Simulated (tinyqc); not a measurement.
Inside a calculation. Method: Born-Oppenheimer dynamics on the UHF/sto-3g surface (energies and gradients from PySCF), for H4+, spin multiplicity 2. Computed by tinyqc, a small Python program that keeps every step (integrals from PySCF). Settings: charge = 1, multiplicity = 2, basis = sto-3g, time step (fs) = 0.5, steps = 16. Command: `OMP_NUM_THREADS=1 python tinyqc.py 22964 22965 out.jsonl` (the two numbers bound the seeds that draw the settings). One thread of a shared host (Intel(R) Xeon(R) Processor @ 2.60GHz), about 1 s of CPU time with the checks.

positions (bohr), order 1H, 2H, 3H, 4H:
```
[[0.0586, 0.0435, 0.0000],
 [0.0548, -0.0038, 1.5609],
 [-0.1096, 1.6460, -0.0737],
 [-0.0132, 1.6100, 1.5250]]
```

The total energy should stay constant up to terms of order dt^2; the step counts as short enough if it moves by less than 2 % of the largest kinetic energy.

Trajectory:
```
time (fs)  1H-2H (angstrom)  potential (hartree)  kinetic (hartree)  total (hartree)
0.0000               0.8264            -1.503434           0.003193        -1.500241
0.5000               0.8408            -1.523144           0.021877        -1.501267
1.0000               0.8774            -1.567480           0.064764        -1.502716
1.5000               0.9292            -1.613840           0.110343        -1.503497
2.0000               0.9870            -1.648027           0.144551        -1.503476
2.5000               1.0431            -1.667582           0.164483        -1.503099
3.0000               1.0920            -1.676218           0.173512        -1.502705
3.5000               1.1301            -1.678746           0.176329        -1.502418
4.0000               1.1558            -1.678902           0.176655        -1.502247
4.5000               1.1685            -1.678925           0.176754        -1.502171
5.0000               1.1689            -1.679784           0.177626        -1.502158
5.5000               1.1581            -1.681551           0.179369        -1.502183
6.0000               1.1378            -1.683762           0.181539        -1.502222
6.5000               1.1102            -1.685724           0.183464        -1.502260
7.0000               1.0773            -1.686779           0.184503        -1.502276
7.5000               1.0412            -1.686565           0.184316        -1.502249
8.0000               1.0032            -1.685312           0.183150        -1.502162
```

Is the time step short enough?

Yes. The total energy moves within 3.3e-03 hartree, under 2 % of the largest kinetic energy.
